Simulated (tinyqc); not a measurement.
Surface photovoltage measurement of the minority-carrier diffusion length in a wafer: one step, computed by the program tinyqc. Command: `OMP_NUM_THREADS=1 python tinyqc.py 3130391 3130392 out.jsonl spv walk`. One thread of a shared host (Intel(R) Xeon(R) Processor @ 2.30GHz), about 0.01 s of CPU time with the checks.

Low injection, steady light, a depletion layer much thinner than 1/alpha and L. The excess density dn is taken at the front edge of the neutral region; light that reaches the back is lost.

Task: One wavelength. alpha = (84.732/lambda - 76.417)^2 per cm with lambda in micrometre (an empirical fit for silicon between 0.7 and 1.05 micrometre). Thick wafer: dn = Phi L/((S_f + D/L)(L + 1/alpha)). Finite wafer, with s = S_b L/D, w = W/L, a = alpha L: dn = [Phi a/(a^2 - 1)] [a - B - exp(-alpha W)(a - s)/(cosh w + s sinh w)]/(S_f + B D/L), B = (sinh w + s cosh w)/(cosh w + s sinh w). Photovoltage V = (k_B T/e) ln(1 + dn/n_0). Lifetime = L^2/D.

Inputs (values chosen for the exercise, modelled on p-type silicon at room temperature):
```
quantity,value,unit
diffusion length L,48,micrometre
wafer thickness W,525,micrometre
diffusivity D,33.8,cm^2/s
front recombination velocity S_f,160,cm/s
back recombination velocity S_b,1400,cm/s
photon flux entering,2.4e+13,1/(cm^2 s)
minority density at the surface barrier scale n_0,1.2e+09,1/cm^3
temperature T,298,K
wavelength,868,nm
```

Constants: k_B = 8.617333262e-05 eV/K.

Give: alpha; penetration depth 1/alpha; dn, thick wafer; B; dn, finite wafer; photovoltage V; lifetime.

Result:

alpha = 449.46 1/cm

penetration depth 1/alpha = 22.249 micrometre

dn, thick wafer = 2.2771e+09 1/cm^3

B = 1.00000

dn, finite wafer = 2.2771e+09 1/cm^3

photovoltage V = 27.320 mV

lifetime = 0.68166 microsecond

Caution: dn is not small against n_0, so V is not linear in the flux; the constant-flux reading then needs dn, not V.
